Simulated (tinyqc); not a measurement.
Formation energy of a charged point defect from supercell energies: one step, computed by the program tinyqc.

The host is a compound AB. Making the defect adds n_A = -1, n_B = 0 atoms to the cell. All total energies are inputs. E_F is counted from the valence-band maximum (VBM); x = 0 is A-rich and x = 1 B-rich growth.

Problem. Concentrations at the given E_F and T. E_f(q, E_F) = E_f(q, 0) + q E_F. c_q = N_s exp(-E_f(q, E_F)/k_B T), with all degeneracy factors one and no vibrational entropy.

Inputs (values chosen for the exercise, with gap and screening modelled on ZnSe):
```
quantity                   value      unit
gap E_g                     2.76        eV
dielectric constant eps     8.98         -
cell length L               11.8  angstrom
Fermi level E_F             2.28        eV
temperature T               1200         K
site density N_s         3.3e+22     cm^-3
```

Defect: vacancy of A. Supercell lattice: sc.

charge states q: 3  2  1  0

E_f(q, 0) (eV): (q=+3) -1.125665, (q=+2) -0.581579, (q=+1) 0.685073, (q=0) 2.909290

Constants: k_B = 8.617333262e-05 eV/K.

Give: Charge states; lowest formation energy; total concentration; mean charge.

Solution.

Charge states:
```
q   E_f (eV)  c_q (cm^-3)      share
+3     5.714    3.306e-02  1.047e-12
+2     3.978    6.455e+05  2.043e-05
+1     2.965    1.163e+10  3.683e-01
0      2.909    1.995e+10  6.317e-01
```

lowest formation energy = 2.90929 eV

total concentration = 3.159e+10 cm^-3

mean charge = 0.3684 e

State 0 holds 63.2 % of the defects. Caution: the largest image-charge correction in these energies, q^2 alpha e^2/(8 pi eps_0 eps L) with alpha = 2.837297, exceeds a quarter of the gap; the point-charge term alone is then a rough estimate, usually too large for a charge that is spread out. Caution: E_f at E_F = 0 is negative for at least one charge state, so in equilibrium E_F cannot reach the valence-band maximum.
